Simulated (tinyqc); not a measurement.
Trench capacitor in an array: capacitance, non-linearity, leakage and relaxation: one step of the calculation.

A film between two metal electrodes, each interface adding a series capacitance ci. The small-signal permittivity is ek (1 + aq E^2); the field is found with the linear permittivity. Leakage J = J0 sinh(E/Ef). After a voltage step the film passes a relaxation current kr C V tt^(-nr), tt being the time in seconds. The sidewall is a coaxial capacitor with radii a = dm/2 - t and b = dm/2, depth AR dm; the end face is left out.

Question. Planar capacitance, field and non-linearity. Planar film: Cf = eps0 ek/t, 1/C = 1/Cf + 2/ci, EOT = 3.9 eps0/C, effective permittivity C t/eps0, E = (V/t) C/Cf; quadratic coefficient [C(V)/C - 1]/V^2 with Cf (1 + aq E^2) in C(V).

Values chosen for this exercise; permittivity of the order of that of aluminium oxide: relative permittivity of the film ek = 9.67; film thickness t = 6.4 nm; capacitance of each electrode interface (dead layer and screening) ci = 55 uF/cm^2; quadratic field coefficient of the permittivity aq = 0.0019 cm^2/MV^2; bias V = 1.3 V; leakage prefactor J0 = 1.8e-10 A/cm^2; field for an e-fold rise of the leakage Ef = 0.21 MV/cm.

Constants: eps0 = 8.8541878128e-14 F/cm where lengths are in cm. Results are converted to the units shown.

Give: Cf; C; EOT; effective permittivity; E; quadratic coefficient; J.

Answer.

Cf = 1.338 uF/cm^2
C = 1.276 uF/cm^2
EOT = 2.707 nm
effective permittivity = 9.221
E = 1.937 MV/cm
quadratic coefficient = 4021 ppm/V^2
J = 9.123e-7 A/cm^2

The interfaces take 4.64 % of the voltage.

Numbers from tinyqc (`OMP_NUM_THREADS=1 python tinyqc.py 2102021 2102022 out.jsonl`; about 0.01 s on one thread of a shared Intel Xeon 2.30GHz).
